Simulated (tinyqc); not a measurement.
Inversion-layer mobility, back-scattering and ballistic limit of a field-effect transistor. Changing the depletion charge N_dep. Computed by tinyqc, a small Python program. Command: `OMP_NUM_THREADS=1 python tinyqc.py 3020072 3020073 out.jsonl mos sweep`. One thread of a shared host (Intel(R) Xeon(R) Processor @ 2.30GHz), about 0.02 s of CPU time with the checks.

The charge at the top of the source barrier is fixed by the gate; series resistance and short-channel effects are left out. F_j are Fermi integrals normalised to exp(eta) in the classical limit.

Inputs (values chosen for the exercise, modelled on an InGaAs n-channel): transport mass m = 0.047 m_0; valley degeneracy g_v = 1; weight w of the inversion charge = 0.5; permittivity eps = 13.9; phonon mobility at 1 MV/cm and 300 K, mu_ph = 2800 cm^2/(V s); roughness mobility at 1 MV/cm, mu_sr = 2600 cm^2/(V s); Coulomb mobility at N_inv = 1e12/cm^2, mu_C = 2400 cm^2/(V s); electrical oxide thickness t_inv = 1.8 nm; gate overdrive V_G - V_T = 0.85 V; drain voltage V_D = 0.05 V; channel length L = 25 nm; exponent a of the critical length = 0.68; temperature T = 300 K.

Statistics at the top of the barrier: Fermi-Dirac.

Constants: eps_0 = 8.8541878128e-12 F/m; e = 1.602176634e-19 C; m_0 = 9.1093837015e-31 kg; k_B = 1.380649e-23 J/K; hbar = 1.054571817e-34 J s; k_B = 8.617333262e-05 eV/K.

Method:
- N_inv = 3.9 eps_0 (V_G - V_T)/(e t_inv); effective field E_eff = e (N_dep + w N_inv)/(eps eps_0).
- mu_phonon = mu_ph (E_eff/1 MV/cm)^(-0.3) (T/300 K)^(-1.75); mu_rough = mu_sr (E_eff/1 MV/cm)^(-2); mu_Coulomb = mu_C (N_inv/1e12 cm^-2) (T/300 K); Matthiessen's rule adds 1/mu.
- F_j(eta) = (1/Gamma(j + 1)) int_0^infinity x^j/(1 + exp(x - eta)) dx, F_0 = ln(1 + exp(eta)). Integrals over x = E/(k_B T) use 160 Gauss-Legendre points in u = sqrt(x) from 0 to sqrt(max(eta, 0) + 32).
- Ballistic channel: N_2D = g_v m k_B T/(pi hbar^2), U = e V_D/(k_B T); eta_F solves N_inv = (N_2D/2)[F_0(eta_F) + F_0(eta_F - U)]; v_T = sqrt(2 k_B T/(pi m)); I/W = e (N_2D/2) v_T [F_1/2(eta_F) - F_1/2(eta_F - U)]; injection velocity v_T F_1/2(eta_F)/F_0(eta_F).
- Mean free path lambda = (2 k_B T/e)(mu/v_T) F_0(eta_0)/F_-1/2(eta_0), with eta_0 from N_inv = N_2D F_0(eta_0); critical length l = L (1 + U)^(-a), an empirical rule; back-scattering r = l/(l + lambda). Then eta solves N_inv = (N_2D/2)[(1 + r) F_0(eta) + (1 - r) F_0(eta - U)] and I/W = e (N_2D/2) v_T (1 - r)[F_1/2(eta) - F_1/2(eta - U)].
- Ballistic ratio: I over the ballistic current. Apparent mobility 1/(1/mu + 1/mu_B), mu_B = mu L/lambda.

One run for each value; columns: (1) depletion charge N_dep (1/cm^2); (2) effective mobility mu (cm^2/(V s)); (3) effective field E_eff (MV/cm); (4) current I/W (microampere/micrometre):
```
(1)          (2)     (3)     (4)
5.00e+10  1888.1  0.6690  913.04
1.00e+11  1872.9  0.6755  912.50
2.10e+11  1840.1  0.6898  911.31
4.40e+11  1773.8  0.7197  908.76
9.10e+11  1647.1  0.7809  903.39
1.90e+12  1415.5  0.9098  891.30
3.90e+12  1061.6  1.1702  863.90
8.00e+12   634.3  1.7039  797.80
```

What does the table show?

Over the rows, effective mobility mu (cm^2/(V s)) falls from 1890 to 634 (exponent d ln y / d ln x -0.012 between the first rows and -0.72 between the last); effective field E_eff (MV/cm) rises from 0.669 to 1.70 (exponent d ln y / d ln x 0.014 between the first rows and 0.52 between the last); current I/W (microampere/micrometre) falls from 913 to 798 (exponent d ln y / d ln x -8.5e-4 between the first rows and -0.11 between the last).
